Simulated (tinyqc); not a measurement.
# Quantum limit of the contact resistance of a three-dimensional channel, step by step

Numbers from tinyqc (`OMP_NUM_THREADS=1 python tinyqc.py 2760148 2760149 out.jsonl`; about 0.02 s on one thread of a shared Intel Xeon 2.30GHz). Printed values are rounded.

Parabolic band with gv valleys, C = hbar^2/(2 m0), eta = (EF - Ec)/(kB T). Landauer picture: each mode conducts 2 q^2/h, and the contacts and the channel add incoherently in series, 1/Tt - 1 = 2 (1/tc - 1) + L/lam for the total transmission Tt.

Inputs (values chosen for the exercise):
```
symbol,value,unit,meaning
T,300,K,temperature
m,0.24,m0,mass
gv,1,,valleys
n,4.2e20,cm^-3,carrier density
tc,1,,transmission of each contact
lam,5.9,nm,back-scattering length of the channel
L,160,nm,channel length
```

Constants: q = 1.602176634e-19 C, kB = 1.380649e-23 J/K, hbar = 1.054571817e-34 J s, h = 6.62607015e-34 J s, m0 = 9.1093837015e-31 kg, Vt = kB T/q, hbar^2/(2 m0) = 0.0380998212 eV nm^2. Results are converted to the units shown.

Range of the model: EF lies more than 0.3 eV above Ec, where real bands are no longer parabolic.

## Fermi level and modes

n = N F12(eta), N = 2 gv (m kB T/(4 pi C))^1.5, F12(x) = (2/sqrt(pi)) int_0^infinity sqrt(u)/(1 + exp(u - x)) du; modes per area M = gv m kB T ln(1 + exp(eta))/(4 pi C); at zero temperature M0 = gv kF^2/(4 pi), kF = (3 pi^2 n/gv)^(1/3). kB T in eV.

N = 2.950454e18 cm^-3
eta = 32.93581
M = 4.268163e13 cm^-2
M0 = 4.271401e13 cm^-2

The zero-temperature count is 0.076 % above the thermal one.

## Resistances

RQ = (h/2q^2)/M for the whole device, R = RQ/Tt; the part of one contact is Rc = RQ (1/tc - 1/2) and the channel adds RQ L/lam.

RQ = 3.023878e-10 ohm cm^2
Rc = 1.511939e-10 ohm cm^2
channel = 8.200347e-9 ohm cm^2
R = 8.502735e-9 ohm cm^2
Tt = 0.03556359

The two contacts make up 3.56 % of R.
